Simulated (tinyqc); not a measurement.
Resistance of a tapered via with liner, size effect and interface: one step of the calculation.

A round via whose diameter grows from db at the bottom as D(z) = db + 2 z/tan(ang). The fill, of diameter D - 2 tl, starts above the bottom liner (thickness fb tl) and has rho = rho0 (1 + ks lam/(D - 2 tl)); the sidewall liner conducts in parallel with it. The bottom liner and the interface are crossed over the full area pi db^2/4. Spreading in the lines above and below is left out.

Problem. Slices of the via. Slices between z0 = fb tl and hv, evaluated at their midpoints: conductance per length pi/4 [(D - 2 tl)^2/rho + (D^2 - (D - 2 tl)^2)/rl], slice resistance = slice height over that. 8 slices.

Parameters, values chosen for the exercise; fill metal close to cobalt:

| symbol | value | unit | meaning |
|---|---|---|---|
| db | 11 | nm | diameter at the bottom |
| hv | 22 | nm | height |
| ang | 87 | degrees | sidewall angle |
| rho0 | 6.12 | uohm cm | bulk resistivity of the fill |
| lam | 11.9 | nm | mean free path of the fill |
| ks | 0.7 |  | size-effect factor |
| tl | 1.4 | nm | liner on the sidewall |
| fb | 0.7 |  | liner at the bottom over that on the sidewall |
| rl | 160 | uohm cm | resistivity of the liner |

Wanted: z; D; rho; slice resistance.

Solution.

| slice | z (nm) | D (nm) | rho (uohm cm) | slice resistance (ohm) |
|---|---|---|---|---|
| 0 | 2.294 | 11.24 | 12.16 | 5.393 |
| 1 | 4.921 | 11.52 | 11.97 | 4.993 |
| 2 | 7.549 | 11.79 | 11.79 | 4.633 |
| 3 | 10.18 | 12.07 | 11.62 | 4.310 |
| 4 | 12.80 | 12.34 | 11.46 | 4.018 |
| 5 | 15.43 | 12.62 | 11.31 | 3.754 |
| 6 | 18.06 | 12.89 | 11.17 | 3.514 |
| 7 | 20.69 | 13.17 | 11.04 | 3.295 |

Range of the model: The ballistic limit exceeds half of R_fill, so a diffusive resistivity alone understates the resistance.

Program tinyqc, `OMP_NUM_THREADS=1 python tinyqc.py 2750005 2750006 out.jsonl`; Intel Xeon 2.30GHz, shared host, one thread, about 0.01 s.
